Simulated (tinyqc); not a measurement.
Inside a calculation. Model: input admittance of a MOSFET at zero drain bias: distributed channel and distributed gate.

Program tinyqc, `OMP_NUM_THREADS=1 python tinyqc.py 2262030 2262031 out.jsonl`; Intel Xeon 2.30GHz, shared host, one thread, about 0.01 s. Printed values are rounded.

Source and drain grounded, strong inversion, w = 2 pi f, Cox = eps0 eox/tox. The channel is an RC line of resistance 1/(mu Cox Vo) per square fed from both ends, so one finger has the intrinsic admittance y = i w Cox L tanh(g)/g per width, g = (1/2) sqrt(i w tau), tau = L^2/(mu Vo). The vertical resistance rv/L is in series with y, the overlaps 2 i w Cov in parallel: y_t = 1/(1/y + rv/L) + 2 i w Cov. The gate strip is a line of Rsh/L per length loaded by y_t, so a finger has Y = y_t Wf tanh(k)/k, k = (Wf/sd) sqrt(y_t Rsh/L); the device has Nf Y.

Inputs (values chosen for the exercise); values of the order met in silicon radio-frequency transistors:
- eox = 8.85 (relative permittivity of the gate insulator (close to aluminium oxide))
- tox = 9.3 nm (insulator thickness)
- L = 0.14 um (channel length)
- Wf = 0.55 um (finger width)
- Nf = 4 (number of fingers)
- mu = 120 cm^2/(V s) (channel mobility)
- Vo = 0.48 V (gate overdrive)
- Rsh = 32 ohm/square (sheet resistance of the gate)
- rv = 8.6 ohm um^2 (vertical resistivity of the gate stack)
- sd = 1 (number of ends at which a finger is contacted)
- Cov = 0.17 fF/um (overlap and fringe capacitance on each side)
- f = 39 GHz (frequency)

Constants: eps0 = 8.8541878128e-14 F/cm where lengths are in cm. Results are converted to the units shown.

## Low-frequency resistances and capacitance

Low-frequency limits, with c = Cox L and ct = c + 2 Cov: R_strip = Rsh Wf/(3 sd^2 L Nf), R_ch = (c/ct)^2 L/(12 mu Cox Vo Wf Nf), R_vert = (c/ct)^2 rv/(L Wf Nf), C = ct Wf Nf.

parts (ohm): strip 10.47619, channel 65.84224, vertical 16.82518
sum = 93.14361 ohm
C = 3.343134 fF
1/(2 pi R C) = 511.1087 GHz

The channel term is the largest, 70.7 % of the sum.

## Admittance of the channel and stack per width

tau, g, c = Cox L, y and y_t as defined.

tau = 3.402778 ps
g = 0.3228450+0.3228450i
c = 1.179606 fF/um
y = 19.9450+287.3928i uS/um
y_t = 24.9741+369.9158i uS/um

w tau = 0.834, and Im y is 0.994 of w c.

## Input impedance of the device

k and Y as defined; Z = 1/(Nf Y) = R + 1/(i w C); Q = |Im Z|/R; signal at the point farthest from a contact |1/cosh k|.

k = 0.1169659+0.1093354i
Nf Y = 0.0618346+0.8128081i mS
R = 93.05707 ohm
C = 3.336182 fF
Q = 13.14487
signal at the far point = 0.9990828

R is 0.093 % below its low-frequency limit and C is 0.21 % below its own.
